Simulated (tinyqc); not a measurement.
ROHF in the 3-21g basis, for H2-, spin multiplicity 2, step by step. The basis has no diffuse functions, so it cannot describe the extra electron: this is an exercise in the method, not the real anion. One step of it, computed by the program tinyqc.

Task: Iteration 2: building the Fock matrix. J_ij = sum D_kl (ij|kl) with D = D(alpha) + D(beta), K_ij = sum D_kl (ik|jl) for each spin; F = H + J - K(s); E = tr D H + tr D J / 2 - 0.5 sum_s tr D(s) K(s) + E_nn.

D(alpha) after iteration 1, lower triangle:
```
,1H 1s,1H 2s,2H 1s,2H 2s
1H 1s,0.057725
1H 2s,0.281948,1.384451
2H 1s,-0.029112,-0.118736,0.089934
2H 2s,-0.202658,-0.926523,0.305387,1.260078
```

D(beta) after iteration 1, lower triangle:
```
,1H 1s,1H 2s,2H 1s,2H 2s
1H 1s,0.020958
1H 2s,0.112248,0.601174
2H 1s,0.021125,0.113138,0.021292
2H 2s,0.011995,0.064240,0.012090,0.006865
```

core Hamiltonian H = T + V (hartree), lower triangle:
```
,1H 1s,1H 2s,2H 1s,2H 2s
1H 1s,-0.683621
1H 2s,-0.818634,-0.871967
2H 1s,-0.381511,-0.540111,-0.683621
2H 2s,-0.540111,-0.713532,-0.818634,-0.871967
```

Two-electron integrals (ij|kl) in chemists' order, unique and non-zero (hartree):
```
i,j,k,l,(ij|kl)
1,1,1,1,1.140145
2,1,1,1,0.611403
2,1,2,1,0.345152
2,2,1,1,0.626370
2,2,2,1,0.380329
2,2,2,2,0.482957
3,1,1,1,0.150791
3,1,2,1,0.087970
3,1,2,2,0.101815
3,1,3,1,0.033452
3,2,1,1,0.211131
3,2,2,1,0.130947
3,2,2,2,0.172224
3,2,3,1,0.054591
3,2,3,2,0.108381
3,3,1,1,0.507860
3,3,2,1,0.322837
3,3,2,2,0.447841
3,3,3,1,0.150791
3,3,3,2,0.333869
3,3,3,3,1.140145
4,1,1,1,0.333869
4,1,2,1,0.189709
4,1,2,2,0.211345
4,1,3,1,0.054591
4,1,3,2,0.083384
4,1,3,3,0.211131
4,1,4,1,0.108381
4,2,1,1,0.402060
4,2,2,1,0.246726
4,2,2,2,0.321839
4,2,3,1,0.078660
4,2,3,2,0.145198
4,2,3,3,0.402060
4,2,4,1,0.145198
4,2,4,2,0.240290
4,3,1,1,0.322837
4,3,2,1,0.203862
4,3,2,2,0.281237
4,3,3,1,0.087970
4,3,3,2,0.189709
4,3,3,3,0.611403
4,3,4,1,0.130947
4,3,4,2,0.246726
4,3,4,3,0.345152
4,4,1,1,0.447841
4,4,2,1,0.281237
4,4,2,2,0.390675
4,4,3,1,0.101815
4,4,3,2,0.211345
4,4,3,3,0.626370
4,4,4,1,0.172224
4,4,4,2,0.321839
4,4,4,3,0.380329
4,4,4,4,0.482957
```

nuclear repulsion = 0.51227223 hartree

Give: Coulomb J; exchange K(alpha); exchange K(beta); F(alpha); F(beta); total energy of this density.

Result:

Coulomb J (hartree), lower triangle:
```
,1H 1s,1H 2s,2H 1s,2H 2s
1H 1s,1.819
1H 2s,1.096,1.392
2H 1s,0.327,0.603,1.712
2H 2s,0.627,1.002,1.035,1.331
```

exchange K(alpha) (hartree), lower triangle:
```
,1H 1s,1H 2s,2H 1s,2H 2s
1H 1s,0.545
1H 2s,0.492,0.559
2H 1s,0.141,0.301,0.618
2H 2s,0.271,0.418,0.530,0.560
```

exchange K(beta) (hartree), lower triangle:
```
,1H 1s,1H 2s,2H 1s,2H 2s
1H 1s,0.430
1H 2s,0.424,0.482
2H 1s,0.200,0.249,0.228
2H 2s,0.302,0.361,0.239,0.306
```

F(alpha) (hartree), lower triangle:
```
,1H 1s,1H 2s,2H 1s,2H 2s
1H 1s,0.590
1H 2s,-0.215,-0.039
2H 1s,-0.195,-0.239,0.410
2H 2s,-0.185,-0.130,-0.314,-0.101
```

F(beta) (hartree), lower triangle:
```
,1H 1s,1H 2s,2H 1s,2H 2s
1H 1s,0.705
1H 2s,-0.146,0.038
2H 1s,-0.254,-0.186,0.801
2H 2s,-0.215,-0.072,-0.024,0.153
```

total energy of this density = -0.87139 hartree
